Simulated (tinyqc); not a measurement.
Valley splitting in a one-orbital chain of atomic planes (second-neighbour model): one step. Levels and the valley doublet. Five cases, with inputs chosen for the exercise.

Task: Diagonalise H. The two lowest levels are the doublet made from the valleys at +k0 and -k0; give their splitting, the weights of the lowest state, and its parity under reversal of the planes.

Case 1.

H (eV):
```
          1         2         3         4         5         6         7
1  1.424762  0.729522  0.601846         0         0         0         0
2  0.729522  1.424762  0.729522  0.601846         0         0         0
3  0.601846  0.729522  1.424762  0.729522  0.601846         0         0
4         0  0.601846  0.729522  1.424762  0.729522  0.601846         0
5         0         0  0.601846  0.729522  1.424762  0.729522  0.601846
6         0         0         0  0.601846  0.729522  1.424762  0.729522
7         0         0         0         0  0.601846  0.729522  1.424762
```

Case 2.

H (eV):
```
           1         2         3         4         5         6         7         8         9        10        11
1   1.319104  0.629282  0.573195         0         0         0         0         0         0         0         0
2   0.629282  1.319104  0.629282  0.573195         0         0         0         0         0         0         0
3   0.573195  0.629282  1.319104  0.629282  0.573195         0         0         0         0         0         0
4          0  0.573195  0.629282  1.319104  0.629282  0.573195         0         0         0         0         0
5          0         0  0.573195  0.629282  1.319104  0.629282  0.573195         0         0         0         0
6          0         0         0  0.573195  0.629282  1.319104  0.629282  0.573195         0         0         0
7          0         0         0         0  0.573195  0.629282  1.319104  0.629282  0.573195         0         0
8          0         0         0         0         0  0.573195  0.629282  1.319104  0.629282  0.573195         0
9          0         0         0         0         0         0  0.573195  0.629282  1.319104  0.629282  0.573195
10         0         0         0         0         0         0         0  0.573195  0.629282  1.319104  0.629282
11         0         0         0         0         0         0         0         0  0.573195  0.629282  1.319104
12         0         0         0         0         0         0         0         0         0  0.573195  0.629282

          12
1          0
2          0
3          0
4          0
5          0
6          0
7          0
8          0
9          0
10  0.573195
11  0.629282
12  1.319104
```

Case 3.

H (eV):
```
          1         2         3         4         5         6         7
1  1.375172  0.611589  0.611073         0         0         0         0
2  0.611589  1.375172  0.611589  0.611073         0         0         0
3  0.611073  0.611589  1.375172  0.611589  0.611073         0         0
4         0  0.611073  0.611589  1.375172  0.611589  0.611073         0
5         0         0  0.611073  0.611589  1.375172  0.611589  0.611073
6         0         0         0  0.611073  0.611589  1.375172  0.611589
7         0         0         0         0  0.611073  0.611589  1.375172
```

Case 4.

H (eV):
```
          1         2         3         4         5         6         7         8
1  1.404830  0.642235  0.619141         0         0         0         0         0
2  0.642235  1.404830  0.642235  0.619141         0         0         0         0
3  0.619141  0.642235  1.404830  0.642235  0.619141         0         0         0
4         0  0.619141  0.642235  1.404830  0.642235  0.619141         0         0
5         0         0  0.619141  0.642235  1.404830  0.642235  0.619141         0
6         0         0         0  0.619141  0.642235  1.404830  0.642235  0.619141
7         0         0         0         0  0.619141  0.642235  1.404830  0.642235
8         0         0         0         0         0  0.619141  0.642235  1.404830
```

Case 5.

H (eV):
```
           1         2         3         4         5         6         7         8         9        10        11
1   1.240455  0.470820  0.571765         0         0         0         0         0         0         0         0
2   0.470820  1.240455  0.470820  0.571765         0         0         0         0         0         0         0
3   0.571765  0.470820  1.240455  0.470820  0.571765         0         0         0         0         0         0
4          0  0.571765  0.470820  1.240455  0.470820  0.571765         0         0         0         0         0
5          0         0  0.571765  0.470820  1.240455  0.470820  0.571765         0         0         0         0
6          0         0         0  0.571765  0.470820  1.240455  0.470820  0.571765         0         0         0
7          0         0         0         0  0.571765  0.470820  1.240455  0.470820  0.571765         0         0
8          0         0         0         0         0  0.571765  0.470820  1.240455  0.470820  0.571765         0
9          0         0         0         0         0         0  0.571765  0.470820  1.240455  0.470820  0.571765
10         0         0         0         0         0         0         0  0.571765  0.470820  1.240455  0.470820
11         0         0         0         0         0         0         0         0  0.571765  0.470820  1.240455
12         0         0         0         0         0         0         0         0         0  0.571765  0.470820

          12
1          0
2          0
3          0
4          0
5          0
6          0
7          0
8          0
9          0
10  0.571765
11  0.470820
12  1.240455
```

Give: levels; splitting; weights on the planes; parity of the lowest state.

Result:

Case 1.

levels (eV): 0.2054  0.3185  0.7115  0.9485  1.4689  2.6425  3.6781

splitting = 113.12 meV

weights on the planes: 0.111  0.148  0.043  0.395  0.043  0.148  0.111

parity of the lowest state: even

The mean of the doublet lies 0.2619 eV above the bulk minimum, and level 3 lies 0.4495 eV above that mean; the weights oscillate from plane to plane because the two valleys interfere.

Case 2.

levels (eV): 0.0940  0.1171  0.3473  0.4479  0.6962  0.8648  1.1254  1.1450  1.7879  2.5005  3.1339  3.5692

splitting = 23.08 meV

weights on the planes: 0.032  0.058  0.013  0.200  0.024  0.172  0.172  0.024  0.200  0.013  0.058  0.032

parity of the lowest state: odd

The mean of the doublet lies 0.1056 eV above the bulk minimum, and level 3 lies 0.2417 eV above that mean; the weights oscillate from plane to plane because the two valleys interfere.

Case 3.

levels (eV): 0.2276  0.3166  0.7636  1.0834  1.3752  2.4343  3.4256

splitting = 88.99 meV

weights on the planes: 0.100  0.164  0.036  0.400  0.036  0.164  0.100

parity of the lowest state: even

The mean of the doublet lies 0.2721 eV above the bulk minimum, and level 3 lies 0.4915 eV above that mean; the weights oscillate from plane to plane because the two valleys interfere.

Case 4.

levels (eV): 0.2034  0.2352  0.7548  0.7857  1.2073  1.7023  2.7489  3.6010

splitting = 31.86 meV

weights on the planes: 0.095  0.008  0.256  0.141  0.141  0.256  0.008  0.095

parity of the lowest state: even

The mean of the doublet lies 0.2193 eV above the bulk minimum, and level 3 lies 0.5355 eV above that mean; the weights oscillate from plane to plane because the two valleys interfere.

Case 5.

levels (eV): 0.1057  0.1107  0.4038  0.4129  0.7826  0.8899  1.1443  1.3408  1.5501  2.1892  2.7747  3.1807

splitting = 4.99 meV

weights on the planes: 0.034  0.000  0.141  0.019  0.194  0.112  0.112  0.194  0.019  0.141  0.000  0.034

parity of the lowest state: even

The mean of the doublet lies 0.1082 eV above the bulk minimum, and level 3 lies 0.2955 eV above that mean; the weights oscillate from plane to plane because the two valleys interfere.

Computed by tinyqc, one run a case: `OMP_NUM_THREADS=1 python tinyqc.py N N+1 out.jsonl` with N = 1481236, 1481276, 1482065, 1482110, 1482122; one thread of a shared Intel(R) Xeon(R) Processor @ 2.30GHz, about 0.02 s a run at most.
